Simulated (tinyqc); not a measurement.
Band bending at a free surface with a continuum of surface states, surface photovoltage and Kelvin probe: Kelvin-probe contrast of the doping.

n-type bulk, xi = Ec - EF = Vt ln(Nc/Nd), p0 = ni^2/Nd, ni = sqrt(Nc Nv) exp(-Eg/(2 Vt)), Eg in volts. b is the upward band bending, u = b/Vt. Space charge per area, in units of q: Qc = sign(b) sqrt((2 eps0 eps_r Vt/q) [(Nd + dn)(exp(-u) - 1) + Nd u + (p0 + dn)(exp(u) - 1)]), with dn the excess density under light (flat quasi-Fermi levels; 0 in the dark). The states hold -Ds (E0 - xi - b): negative while the Fermi level lies above the neutrality level. Neutrality: Qc + Qf + (charge of the states) = 0.

Work function chi + xi + b; contact potential difference CPD = (work function of the sample) - pt. b solves the neutrality condition in the dark.

Parameters, values chosen for the exercise; band and dielectric values close to those of gallium nitride: temperature T = 300 K; band gap Eg = 3.39 eV; relative permittivity eps_r = 9.51; conduction-band density of states at T Nc = 2.33e18 cm^-3; valence-band density of states at T Nv = 4.61e19 cm^-3; electron affinity chi = 4.14 eV; fixed positive charge at the surface Qf = 0 cm^-2; work function of the probe tip pt = 5.27 eV; density of surface states Ds = 4.4e12 cm^-2 eV^-1; depth of their neutrality level below the conduction edge E0 = 0.48 eV.

Constants: q = 1.602176634e-19 C, kB = 1.380649e-23 J/K, Vt = kB T/q, eps0 = 8.8541878128e-14 F/cm where lengths are in cm. Results are converted to the units shown.

Result of one run:
```
xi (eV)	b (V)	CPD (mV)
0.2255	0.2478	-656.8
```

Which donor density Nd gave this result: 3.8e14, 1.1e15, 3.2e15, 9.3e15 or 2.7e16 cm^-3?

Nd = 3.8e14 cm^-3.

The whole series:
```
Nd (cm^-3)	xi (eV)	b (V)	CPD (mV)
1.3e14	0.2532	0.2231	-653.7
3.8e14	0.2255	0.2478	-656.8
1.1e15	0.1980	0.2699	-662.1
3.2e15	0.1704	0.2883	-671.4
9.3e15	0.1428	0.3000	-687.2
2.7e16	0.1152	0.3012	-713.5
7.8e16	0.08782	0.2870	-755.2
2.3e17	0.05986	0.2521	-818.1
```

xi falls by 193 mV over the table and the CPD by 164 mV; b goes from 0.223 through a maximum of 0.301 (at Nd = 2.7e16 cm^-3 among the rows listed) to 0.252 V. Between the first two rows the CPD follows 10.9 % of the change of xi, and between the last two 225 %. It is below 100 % where b rises with the doping (pinning hides it). It exceeds 100 % where b falls as the doping rises.

Program tinyqc, `OMP_NUM_THREADS=1 python tinyqc.py 2430145 2430146 out.jsonl`; Intel Xeon 2.30GHz, shared host, one thread, about 0.01 s.
